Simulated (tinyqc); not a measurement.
Worked calculation: strained quantum well: band edges, subbands and transparency. Values are carried at full precision from step to step, so a last printed digit may differ when a step is redone from the rounded ones.

Growth on (001), barriers unstrained: tr(e) = e (2 - nu2), Z = b e (1 + nu2); Ec = Ev + Eg + ac tr(e), E_HH = Ev + av tr(e) + Z, E_LH = Ev + av tr(e) - Z (coupling to the split-off band left out).

Constants: hbar^2/2m0 = 3.80998211 eV angstrom^2; hc = 1239.841984 eV nm; kB = 8.617333262e-05 eV/K.

Values chosen for the exercise (near those of a GaAsP/AlGaAs well; not measured data): e = 0.0054 (strain in the plane); nu2 = 0.92 (2 C12/C11); Eg = 1.608 eV (unstrained gap of the well); Ev = -0.871 eV (its valence edge); ac = -7.32 eV; av = 1.24 eV (Ev moves by av tr(e)); b = -1.94 eV (shear potential); Egb = 1.921 eV (gap of the barrier); Evb = -1 eV (its valence edge); L = 88 angstrom (well width); me = 0.0765 m0 (electron mass); g1 = 6.54 (gamma1); g2 = 1.82 (gamma2); meb = 0.1 m0; g1b = 5.7; g2b = 1.6; T = 350 K (temperature); Br = 2.5 x 1e-4 cm^2/s (two-dimensional radiative coefficient).

## Strained band edges and offsets

Give tr(e), Z, the edges Ec, E_HH, E_LH and the well depths against the barrier.

tr(e) = 0.00583
Z = -0.0201 eV

Ec, E_HH, E_LH (eV): [0.6943, -0.8839, -0.8437]

depths for e, HH, LH (eV): [0.2267, 0.1161, 0.1563]

The well is under tension, which puts LH on top, by 40 meV; the gap becomes 1.5380 eV, -70 meV from the unstrained one.

## Subband edges

Masses along z: me, 1/(g1 - 2 g2) for HH, 1/(g1 + 2 g2) for LH, likewise in the barrier; in the plane me, 1/(g1 + g2) for HH and 1/(g1 - g2) for LH (no mixing, which understates the hole masses away from k = 0). Level n solves k L + 2 atan[(k/m)/(kappa/mb)] = n pi, k = sqrt(m E/c), kappa = sqrt(mb (V - E)/c), c = hbar^2/2m0.

Up to three electron, four HH and two LH levels, on the common energy scale, with their masses in the plane.

Subbands:
```
level   E (eV)  m in the plane
e1      0.7272          0.0765
e2      0.8219          0.0765
lh1    -0.8692          0.2119
hh1    -0.8930          0.1196
hh2    -0.9200          0.1196
lh2    -0.9408          0.2119
hh3    -0.9625          0.1196
```

lowest transition = 1.5964 eV
wavelength hc/E = 776.6 nm

The top hole level is lh1, so the edge is mainly TM polarised; hh1 lies 24 meV lower, within kT at room temperature, so both polarisations contribute.

## Transparency density

Transparency (Bernard-Duraffourg): Fc - Fv equals the lowest transition energy with n = p, n = sum m/(2 pi c) kB T ln(1 + exp((Fc - E)/kB T)) and p likewise over the listed subbands; c = hbar^2/2m0, 1/angstrom^2 = 1e16/cm^2.

Solve for u = (Fc - e1)/kB T; give n_tr, the share of holes in the top subband and the current e Br n_tr^2 (e = 1.602177e-19 C).

u = 0.954
n_tr = 1.336 x 1e12/cm^2
share = 0.651
current density = 71.5 A/cm^2

For mirror-image bands u = 0 and n_tr = me kB T ln2/(2 pi c) = 0.668 x 1e12/cm^2; the heavier or more numerous hole states raise it by a factor 2.00.

## Checks

- Transparency for equal single subbands against m kB T ln2/(2 pi c): both 0.3743.

Program tinyqc; command `OMP_NUM_THREADS=1 python tinyqc.py 1251006 1251007 out.jsonl`; about 0.01 s on one thread of a shared Intel(R) Xeon(R) Processor @ 2.30GHz.
